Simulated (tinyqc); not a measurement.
Worked calculation: harmonic frequencies on the UHF/3-21g surface (energies and gradients from PySCF), for H2+, spin multiplicity 2. One step of it, computed by the program tinyqc.

Problem. Normal modes. Diagonalise H_ij / sqrt(m_i m_j); the 5 smallest eigenvalues belong to translations and rotations; wavenumber = sqrt(eigenvalue / 1822.888) x 219474.63; each mode has its largest component positive (the first on a tie); zero-point energy = sum of wavenumbers / 2, with 349.755 1/cm per kcal/mol.

Hessian (symmetrised) (hartree/bohr^2), order 1Hx, 1Hy, 1Hz, 2Hx, 2Hy, 2Hz:
$$\begin{pmatrix}
-0.00000316 & 0.00000000 & 0.00000000 & 0.00000316 & 0.00000000 & 0.00000000 \\
0.00000000 & -0.00000316 & 0.00000000 & 0.00000000 & 0.00000316 & 0.00000000 \\
0.00000000 & 0.00000000 & 0.08179978 & 0.00000000 & 0.00000000 & -0.08179978 \\
0.00000316 & 0.00000000 & 0.00000000 & -0.00000316 & 0.00000000 & 0.00000000 \\
0.00000000 & 0.00000316 & 0.00000000 & 0.00000000 & -0.00000316 & 0.00000000 \\
0.00000000 & 0.00000000 & -0.08179978 & 0.00000000 & 0.00000000 & 0.08179978
\end{pmatrix}$$

masses (u): 1H 1.007825, 2H 1.007825

Give: eigenvalues of the mass-weighted Hessian; harmonic wavenumbers of the vibrations; mass-weighted modes; zero-point energy.

Solution.

eigenvalues of the mass-weighted Hessian (hartree/(bohr^2 u)): [0.0000, 0.0000, 0.0000, 0.0000, 0.0000, 0.1623]

harmonic wavenumbers of the vibrations (1/cm): [2071.1]

mass-weighted modes, order 1Hx, 1Hy, 1Hz, 2Hx, 2Hy, 2Hz:
$$\begin{pmatrix}
0.0000 \\
0.0000 \\
0.7071 \\
0.0000 \\
0.0000 \\
-0.7071
\end{pmatrix}$$

zero-point energy = 2.9608 kcal/mol
